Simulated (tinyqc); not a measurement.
## Trap density from one capacitance

Inverse problem. Traps spread evenly through the insulator exchange electrons with the semiconductor by tunnelling, with tau(x) = t0 exp(2 ka x) at depth x from the interface. The admittance per area Y seen at depth x obeys dY/dx = -Y^2/(i w eps0 eox) + q Nb ln(1 + i w tau)/tau, with Y(0) = i w Cs and w = 2 pi f; the gate sees Y(tox) = G + i w C. Working variable y = Y/(i w), in uF/cm^2. Cox = eps0 eox/tox. Find Nb and G/w.

Parameters, values chosen for the exercise: relative permittivity of the insulator eox = 19.6; insulator thickness tox = 8.8 nm; semiconductor capacitance in accumulation Cs = 2.5 uF/cm^2; decay constant of the wave function in the insulator ka = 3.7 1/nm; time constant of a trap at the interface t0 = 2e-10 s; frequency f = 1000 Hz.

Constants: q = 1.602176634e-19 C, eps0 = 8.8541878128e-14 F/cm where lengths are in cm. Results are converted to the units shown.

C = 1.2762967 uF/cm^2

Answer. C rises steadily with Nb, so one density matches; in practice ka and t0 must come from the frequency dependence.

Nb = 2.50e19 cm^-3 eV^-1
G/w = 0.0211 uF/cm^2

Computed by the program tinyqc: `OMP_NUM_THREADS=1 python tinyqc.py 2202224 2202225 out.jsonl`, one thread of a shared Intel Xeon 2.30GHz, about 0.5 s for the whole run.
